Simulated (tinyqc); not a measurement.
# Crystallisation kinetics and data retention of a phase-change cell, step by step

Numbers from tinyqc (`OMP_NUM_THREADS=1 python tinyqc.py 2490061 2490062 out.jsonl`; about 0.02 s on one thread of a shared Intel Xeon 2.30GHz). Printed values are rounded.

Johnson-Mehl-Avrami-Kolmogorov law X = 1 - exp(-y^n), y = integral of k dt, k = (1/100 s) exp[-(Ec q/kB)(1/T - 1/T1)].

Parameters, values chosen for the exercise; values of the order of Ge-Sb-Te and related chalcogenides: activation energy of crystallisation Ec = 2.78 eV; temperature at which the rate k is 1/(100 s) T1 = 464 K; Avrami exponent n = 2; crystalline share at which the state is lost Xf = 0.4; storage temperature T = 398 K; heating rate b = 2 K/min; start of the ramp table Ta = 424 K; step of the table dT = 6 K; steps m = 10.

Constants: q = 1.602176634e-19 C, kB = 1.380649e-23 J/K. Results are converted to the units shown.

Range of the model: One Arrhenius rate is assumed; incubation, growth from the boundary and the non-Arrhenius kinetics of the supercooled liquid are left out.

## Retention

At fixed T the state fails at t = (-ln(1 - Xf))^(1/n)/k; ten years are 3.15576e8 s.

k = 9.83449e-8 1/s
y at failure = 0.714721
time to fail = 7.26749e6 s
the same in years = 0.230293
temperature for ten years = 380.307 K

The cell misses ten years at 398 K.

## A heating ramp

T rises at the rate b. Start with y = k (kB Ta^2/(q Ec))/b, the integral from cold to Ta to leading order; over each step k is taken as exponential in T, so y gains (dT/b)(k2 - k1)/ln(k2/k1). dX/dt = n y^(n - 1) k exp(-y^n), listed as 0 once y^n exceeds 23.

```
point,T (K),k (1/s),y,X,dX/dt (1/s)
0,424,1.41708e-5,0.00236905,5.61241e-6,6.71424e-8
1,430,4.09705e-5,0.00691279,4.77855e-5,5.66413e-7
2,436,1.15042e-4,0.0198267,3.93020e-4,4.56002e-6
3,442,3.14102e-4,0.0554998,0.00307549,3.47579e-5
4,448,8.34832e-4,0.151387,0.0226575,2.47039e-4
5,454,0.00216226,0.402456,0.149534,0.00148017
6,460,0.00546302,1.04349,0.663400,0.00383763
7,466,0.0134770,2.64099,0.999065,6.65683e-5
8,472,0.0324925,6.53041,1,0
9,478,0.0766265,15.7900,1,0
10,484,0.176904,37.3637,1,0
```

Among the points the rate is largest at 460 K, where X = 0.663; the exact peak lies at 459.7 K.
